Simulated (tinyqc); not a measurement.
Inversion layer as a triangular well, valleys of the Si type, step by step. Values are carried at full precision from step to step, so a last printed digit may differ when a step is redone from the rounded ones.

Six ellipsoidal valleys with their long axes along the cube axes, mass ml along the axis and mt across it. For a valley whose axis makes the angle theta with the surface normal, 1/m_z = cos^2(theta)/ml + sin^2(theta)/mt sets the confinement; in the plane the masses are m_1 = mt and m_2 = ml mt/m_z, and m_d = sqrt(m_1 m_2).

Constants: e^2/(4 pi eps0) = 14.39964547 eV angstrom; hbar^2/2m0 = 3.80998211 eV angstrom^2; kB = 8.617333262e-05 eV/K.

Values chosen for the exercise (near those of Si; shifted at random, so the results belong to these values and not to a real crystal): ml = 0.933 m0 (longitudinal mass); mt = 0.192 m0 (transverse mass); face = 110 (surface); eps = 11.7 (dielectric constant); Ns = 1.1 x 1e12/cm^2 (electron sheet density); Nd = 0.12 x 1e12/cm^2 (depletion charge); eta = 0.75 (share of Ns in the effective field); T = 150 K (temperature); tox = 23 angstrom (SiO2-equivalent oxide thickness).

## Valley masses on the (110) face

Group the valleys by their angle to the normal, heaviest m_z first.

Valleys (masses in m0):
```
valleys g  cos^2(theta)     m_z     m_1     m_2     m_d
4                0.5000  0.3185  0.1920  0.5625  0.3286
2                0.0000  0.1920  0.1920  0.9330  0.4232
```

The 4 valleys with the heaviest m_z will give the lowest ladder of subbands.

## Effective field

The field is taken as constant, e F = 4 pi (e^2/4 pi eps0)(Nd + eta Ns)/eps, with 1e12/cm^2 = 1e-4/angstrom^2, and the oxide as a hard wall at z = 0; c = hbar^2/2m0.

Find e F, and F in MV/cm (1 MV/cm = 0.01 V/angstrom).

e F = 0.00146153 eV/angstrom
F = 0.1462 MV/cm

## Subband ladders

Level j of a valley lies at E_j = a_j (c (e F)^2/m_z)^(1/3) above the band edge at the surface, with the Airy zeros a_j = 2.338107, 4.087949, 5.520560, 6.786708, 7.944134, 9.022651, 10.040174, 11.008524, 11.936016, 12.828777, and has <z> = 2 E_j/(3 e F).

The ten lowest levels of all groups of valleys together, j = 0, 1, ..., c = hbar^2/2m0; primes mark the groups with lighter m_z.

Subbands:
```
label  valleys g  m_d (m0)  E (eV)  <z> (angstrom)
0              4    0.3286  0.0689           31.41
0'             2    0.4232  0.0815           37.19
1              4    0.3286  0.1204           54.92
1'             2    0.4232  0.1425           65.02
2              4    0.3286  0.1626           74.17
2'             2    0.4232  0.1925           87.80
3              4    0.3286  0.1999           91.18
4              4    0.3286  0.2340          106.74
3'             2    0.4232  0.2366          107.94
5              4    0.3286  0.2658          121.23
```

The second subband is 0', 12.7 meV above the first.

## Fermi level and populations

Subband i holds n_i = g m_d/(2 pi c) kB T ln(1 + exp((EF - E_i)/kB T)) (spin included), and EF is fixed by sum n_i = Ns over the levels listed or, where none are listed, over j = 0 to 9 of each group; 1e12/cm^2 = 1e-4/angstrom^2.

Solve for EF; c = hbar^2/2m0. The mean distance is sum n_i <z>_i/Ns.

EF = 0.0424 eV

Populations:
```
label  (EF - E)/kB T  n (1e12/cm^2)  share (%)
0              -2.05          0.863       78.5
0'             -3.02          0.217       19.7
1              -6.03          0.017        1.5
1'             -7.74          0.002        0.2
2              -9.30          0.001        0.1
2'            -11.61          0.000        0.0
3             -12.18          0.000        0.0
4             -14.82          0.000        0.0
3'            -15.02          0.000        0.0
5             -17.28          0.000        0.0
```

mean distance from the surface = 33.01 angstrom

The lowest subband holds 78.5 % of the electrons and is partly degenerate (EF within a few kB T of its edge).

## Effect on the gate capacitance

The charge sits at the mean distance <z> from the surface, which adds (3.9/eps) <z> to the oxide thickness; C/Cox = tox/(tox + 3.9 <z>/eps). The density-of-states term is left out.

added thickness = 11.00 angstrom
C/Cox = 0.676

## Checks

- Lowest level by finite differences against the Airy formula, eV: both 0.0689.

Computed by tinyqc, a small Python program: `OMP_NUM_THREADS=1 python tinyqc.py 1252429 1252430 out.jsonl` (the numbers bound the seed that draws the inputs); one thread of a shared host (Intel(R) Xeon(R) Processor @ 2.30GHz), about 0.03 s for the whole set of steps.
